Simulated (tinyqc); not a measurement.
# Hall measurement with a parallel conducting layer

Two layers in parallel, unit Hall factors, low field: 1/Rs = q (ns mu + n2 m2); apparent mobility (ns mu^2 + sg n2 m2^2)/(ns mu + n2 m2); apparent density (ns mu + n2 m2)^2/(ns mu^2 + sg n2 m2^2); a negative value means the sign of the second layer.

Values chosen for this exercise:
- ns = 6.8e11 cm^-2 (sheet density of the layer)
- mu = 1700 cm^2/(V s) (drift mobility)
- m2 = 540 cm^2/(V s) (mobility of the parallel layer)
- sg = 1 (sign of its carriers relative to the first layer)

Constants: q = 1.602176634e-19 C. Results are converted to the units shown.

Hall measurement with a parallel conducting layer:
```
n2 (cm^-2)	Rs (ohm/square)	apparent density (cm^-2)	apparent mobility (cm^2/(V s))	share of the conductance in layer 2 (%)
2e9	5394	6.811e11	1699	0.09334
9e9	5377	6.848e11	1695	0.4187
4e10	5300	7.015e11	1679	1.834
2e11	4938	7.896e11	1601	8.544
7e11	4069	1.085e12	1414	24.64
3e12	2248	2.713e12	1023	58.36
1e13	952.0	8.805e12	744.5	82.37
5e13	221.7	4.791e13	587.6	95.89
2e14	57.18	1.976e14	552.3	98.94
```

The apparent mobility falls from 1700 to 552 cm^2/(V s), between mu = 1700 and sg m2 = 540. The apparent density never exceeds ns + n2; among the rows it falls to 0.737 of that sum, at n2 = 3e12.

Program tinyqc, `OMP_NUM_THREADS=1 python tinyqc.py 2850110 2850111 out.jsonl`; Intel Xeon 2.30GHz, shared host, one thread, about 0.01 s.
